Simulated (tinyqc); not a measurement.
How far the fits carry: temperature and isotope dependence of a band gap in oscillator models.

E(T) = E0 - sum_i sl_i th_i n_i(T), n = 1/(exp(th/T) - 1). The same coupling lowers the gap at 0 K by the zero-point term ZP = sum_i sl_i th_i/2, so the gap of the static lattice is E0 + ZP. Thermal expansion is taken as part of the slopes.

Two-parameter forms are made to pass through the falls at the two temperatures T12: Varshni aV T^2/(T + bV), from the line T^2/fall = (T + bV)/aV; one oscillator s1 t1/(exp(t1/T) - 1), with t1 from the ratio of the falls.

Parameters, chosen for this exercise (near those of InAs; the results hold for these values, not for the real material):
```
symbol  value             unit   meaning
E0      0.417             eV     gap at 0 K
th      (71, 197)         K      temperatures of two oscillators
sl      (0.0435, 0.2285)  meV/K  their high-temperature slopes
T12     (140, 330)        K      temperatures of the fits
```

Falls of the gap from E0, and errors of the two fits against the model.

Results:
```
T (K)  fall (meV)  Varshni - model (meV)  one oscillator - model (meV)  fall/ZP
20           0.09                   0.52                         -0.08    0.004
50           1.88                   1.50                         -0.33    0.078
100         10.28                   0.90                         -0.12    0.427
200         34.08                  -0.79                          0.06    1.417
300         60.06                  -0.43                          0.03    2.497
400         86.63                   1.42                         -0.08    3.602
600        140.41                   7.59                         -0.36    5.838
800        194.49                  15.49                         -0.68    8.087
```

Below the first fit point the largest errors are +1.50 meV (Varshni, 50 K, on a fall of 1.88 meV) and -0.33 meV (one oscillator, 50 K); a T^2 law cannot freeze out; a single oscillator misses the soft modes. At 800 K, beyond the second fit point, they are +15.5 and -0.7 meV, so the oscillator extrapolates better here. The thermal fall equals ZP between 100 and 200 K.

Run: tinyqc, `OMP_NUM_THREADS=1 python tinyqc.py 1851195 1851196 out.jsonl`; Intel(R) Xeon(R) Processor @ 2.30GHz, one thread, shared host; about 0.01 s of CPU time with all checks.
